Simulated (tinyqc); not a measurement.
Single-photon avalanche diode, trigger probability and counting: effect of the excess bias.

A multiplication layer of width W with the uniform field V/W; alpha = an exp(-bn/E) for electrons, beta = ap exp(-bp/E) for holes (local model, no dead space). a = alpha W, b = beta W. Electrons enter at x = 0, holes at x = W. P0 is the probability that an electron entering at 0 starts a lasting avalanche, PW the same for a hole entering at W.

Breakdown: ln(a/b) = a - b with a not equal to b. Above it PW/(1 - PW) = [P0/(1 - P0)] exp(b - a) and b ln(1 - P0) = a ln(1 - PW); the mean over pairs made evenly in the layer is Pm = ln[(1 - PW)/(1 - P0)]/(a - b). PDP = eta P0; dark counts Gd Pm; avalanche charge Cd Vx/q; afterpulse probability pa (Cd Vx/q) exp(-td/tt) Pm; true rate n = nph PDP + dark counts; measured n/(1 + n td) (non-paralysable) or n exp(-n td) (paralysable); recharge time Rq Cd.

Inputs (values chosen for the exercise); ionisation coefficients close to those of indium phosphide:
```
symbol,value,unit,meaning
an,1.1e7,1/cm,electron prefactor
bn,3.05,MV/cm,electron field
ap,4.69e6,1/cm,hole prefactor
bp,2.56,MV/cm,hole field
W,1.5,um,width of the multiplication layer
eta,0.43,,probability that a photon makes a pair that enters the layer
Gd,440,1/s,thermal generation rate in the layer
td,100,ns,dead time
Cd,170,fF,diode capacitance
Rq,500,kohm,quench resistance
pa,2.4e-8,,trapping probability per avalanche carrier
tt,4.9,ns,trap release time
nph,4.2e6,1/s,photon rate
```

Constants: q = 1.602176634e-19 C. Results are converted to the units shown.

Result of one run:

| Vx (V) | Vx/VB (%) | P0 | PW | Pm | PDP | dark counts (1/s) | afterpulse (%) |
|---|---|---|---|---|---|---|---|
| 15 | 24.91 | 0.9750 | 0.9847 | 0.9803 | 0.4193 | 431.3 | 5.131e-8 |

What becomes of these results when the excess bias Vx is changed from 15 to 9.6 V, all else the same?

Result of the changed run:

| Vx (V) | Vx/VB (%) | P0 | PW | Pm | PDP | dark counts (1/s) | afterpulse (%) |
|---|---|---|---|---|---|---|---|
| 9.6 | 15.94 | 0.8809 | 0.9257 | 0.9049 | 0.3788 | 398.2 | 3.032e-8 |

The whole series:

| Vx (V) | Vx/VB (%) | P0 | PW | Pm | PDP | dark counts (1/s) | afterpulse (%) |
|---|---|---|---|---|---|---|---|
| 0.6 | 0.9965 | 0.1091 | 0.1520 | 0.1295 | 0.04690 | 57.00 | 2.713e-10 |
| 0.95 | 1.578 | 0.1678 | 0.2294 | 0.1974 | 0.07217 | 86.86 | 6.544e-10 |
| 1.5 | 2.491 | 0.2535 | 0.3364 | 0.2938 | 0.1090 | 129.3 | 1.538e-9 |
| 2.4 | 3.986 | 0.3773 | 0.4796 | 0.4279 | 0.1622 | 188.3 | 3.584e-9 |
| 3.8 | 6.311 | 0.5349 | 0.6426 | 0.5895 | 0.2300 | 259.4 | 7.817e-9 |
| 6 | 9.965 | 0.7137 | 0.8018 | 0.7596 | 0.3069 | 334.2 | 1.591e-8 |
| 9.6 | 15.94 | 0.8809 | 0.9257 | 0.9049 | 0.3788 | 398.2 | 3.032e-8 |
| 15 | 24.91 | 0.9750 | 0.9847 | 0.9803 | 0.4193 | 431.3 | 5.131e-8 |
| 24 | 39.86 | 0.9993 | 0.9994 | 0.9993 | 0.4297 | 439.7 | 8.370e-8 |

VB is 60.21 V. P0 rises from 0.109 to 0.999 and PW rises from 0.152 to 0.999; P0 goes as Vx^(0.94) at the start and Vx^(0.05) at the end. Holes trigger better in every row. The afterpulse probability keeps growing, as Vx^(1.04) at the end, because the avalanche charge grows with Vx. For Vx = 24 the excess bias passes a quarter of VB, where tunnelling adds dark counts that are left out here.

tinyqc, about 0.01 s, one thread, Intel Xeon 2.30GHz (shared host): `OMP_NUM_THREADS=1 python tinyqc.py 2630016 2630017 out.jsonl`
